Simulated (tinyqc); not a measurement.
Worked calculation: inversion layer as a triangular well, valleys of the Si type. Values are carried at full precision from step to step, so a last printed digit may differ when a step is redone from the rounded ones.

Six ellipsoidal valleys with their long axes along the cube axes, mass ml along the axis and mt across it. For a valley whose axis makes the angle theta with the surface normal, 1/m_z = cos^2(theta)/ml + sin^2(theta)/mt sets the confinement; in the plane the masses are m_1 = mt and m_2 = ml mt/m_z, and m_d = sqrt(m_1 m_2).

Constants: e^2/(4 pi eps0) = 14.39964547 eV angstrom; hbar^2/2m0 = 3.80998211 eV angstrom^2; kB = 8.617333262e-05 eV/K.

Values chosen for the exercise (near those of Si; the results hold for these values, not for the real material): ml = 0.918 m0 (longitudinal mass); mt = 0.194 m0 (transverse mass); face = 110 (surface); eps = 11.9 (dielectric constant); Ns = 4.7 x 1e12/cm^2 (electron sheet density); Nd = 0.52 x 1e12/cm^2 (depletion charge); eta = 0.5 (share of Ns in the effective field); T = 300 K (temperature); tox = 10 angstrom (SiO2-equivalent oxide thickness).

## Valley masses on the (110) face

Group the valleys by their angle to the normal, heaviest m_z first.

Valleys (masses in m0):
```
valleys g  cos^2(theta)     m_z     m_1     m_2     m_d
4                0.5000  0.3203  0.1940  0.5560  0.3284
2                0.0000  0.1940  0.1940  0.9180  0.4220
```

The 4 valleys with the heaviest m_z will give the lowest ladder of subbands.

## Effective field

The field is taken as constant, e F = 4 pi (e^2/4 pi eps0)(Nd + eta Ns)/eps, with 1e12/cm^2 = 1e-4/angstrom^2, and the oxide as a hard wall at z = 0; c = hbar^2/2m0.

Find e F, and F in MV/cm (1 MV/cm = 0.01 V/angstrom).

e F = 0.00436412 eV/angstrom
F = 0.4364 MV/cm

## Subband ladders

Level j of a valley lies at E_j = a_j (c (e F)^2/m_z)^(1/3) above the band edge at the surface, with the Airy zeros a_j = 2.338107, 4.087949, 5.520560, 6.786708, 7.944134, 9.022651, 10.040174, 11.008524, 11.936016, 12.828777, and has <z> = 2 E_j/(3 e F).

The ten lowest levels of all groups of valleys together, j = 0, 1, ..., c = hbar^2/2m0; primes mark the groups with lighter m_z.

Subbands:
```
label  valleys g  m_d (m0)  E (eV)  <z> (angstrom)
0              4    0.3284  0.1425           21.77
0'             2    0.4220  0.1685           25.73
1              4    0.3284  0.2492           38.07
1'             2    0.4220  0.2945           44.99
2              4    0.3284  0.3365           51.41
2'             2    0.4220  0.3978           60.76
3              4    0.3284  0.4137           63.20
4              4    0.3284  0.4843           73.98
3'             2    0.4220  0.4890           74.70
5              4    0.3284  0.5500           84.02
```

The second subband is 0', 25.9 meV above the first. Levels above about 0.5 eV lie beyond parabolic valleys.

## Fermi level and populations

Subband i holds n_i = g m_d/(2 pi c) kB T ln(1 + exp((EF - E_i)/kB T)) (spin included), and EF is fixed by sum n_i = Ns over the levels listed or, where none are listed, over j = 0 to 9 of each group; 1e12/cm^2 = 1e-4/angstrom^2.

Solve for EF; c = hbar^2/2m0. The mean distance is sum n_i <z>_i/Ns.

EF = 0.1111 eV

Populations:
```
label  (EF - E)/kB T  n (1e12/cm^2)  share (%)
0              -1.22          3.682       78.3
0'             -2.22          0.940       20.0
1              -5.34          0.068        1.4
1'             -7.10          0.008        0.2
2              -8.72          0.002        0.0
2'            -11.09          0.000        0.0
3             -11.71          0.000        0.0
4             -14.44          0.000        0.0
3'            -14.62          0.000        0.0
5             -16.98          0.000        0.0
```

mean distance from the surface = 22.85 angstrom

The lowest subband holds 78.3 % of the electrons and is partly degenerate (EF within a few kB T of its edge).

## Effect on the gate capacitance

The charge sits at the mean distance <z> from the surface, which adds (3.9/eps) <z> to the oxide thickness; C/Cox = tox/(tox + 3.9 <z>/eps). The density-of-states term is left out.

added thickness = 7.49 angstrom
C/Cox = 0.572

## Checks

- Lowest level by finite differences against the Airy formula, eV: both 0.1425.

(tinyqc, `OMP_NUM_THREADS=1 python tinyqc.py 1281092 1281093 out.jsonl`, Intel(R) Xeon(R) Processor @ 2.30GHz, 1 thread, shared host, about 0.04 s.)
